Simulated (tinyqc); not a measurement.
## Density of surface states from the Kelvin-probe reading

Question. n-type bulk, xi = Ec - EF = Vt ln(Nc/Nd), p0 = ni^2/Nd, ni = sqrt(Nc Nv) exp(-Eg/(2 Vt)), Eg in volts. b is the upward band bending, u = b/Vt. Space charge per area, in units of q: Qc = sign(b) sqrt((2 eps0 eps_r Vt/q) [(Nd + dn)(exp(-u) - 1) + Nd u + (p0 + dn)(exp(u) - 1)]), with dn the excess density under light (flat quasi-Fermi levels; 0 in the dark). The states hold -Ds (E0 - xi - b): negative while the Fermi level lies above the neutrality level. Neutrality: Qc + Qf + (charge of the states) = 0. Work function chi + xi + b; contact potential difference CPD = (work function of the sample) - pt. Find b, Qc and Ds.

Values chosen for this exercise; band and dielectric values close to those of silicon:
- T = 300 K (temperature)
- Eg = 1.13 eV (band gap)
- eps_r = 11.8 (relative permittivity)
- Nc = 2.77e19 cm^-3 (conduction-band density of states at T)
- Nv = 2.66e19 cm^-3 (valence-band density of states at T)
- chi = 3.99 eV (electron affinity)
- Nd = 3.2e16 cm^-3 (donor density)
- Qf = 1.1e11 cm^-2 (fixed positive charge at the surface)
- pt = 4.5 eV (work function of the probe tip)
- E0 = 0.36 eV (depth of their neutrality level below the conduction edge)

Constants: q = 1.602176634e-19 C, kB = 1.380649e-23 J/K, Vt = kB T/q, eps0 = 8.8541878128e-14 F/cm where lengths are in cm. Results are converted to the units shown.

CPD = -160.56392 mV

Solution. The CPD gives b, b gives Qc, and neutrality gives Ds.

b = 0.1746 V
Qc = 2.492e11 cm^-2
Ds = 3.400e13 cm^-2 eV^-1

Numbers from tinyqc (`OMP_NUM_THREADS=1 python tinyqc.py 2430056 2430057 out.jsonl`; about 0.01 s on one thread of a shared Intel Xeon 2.30GHz).
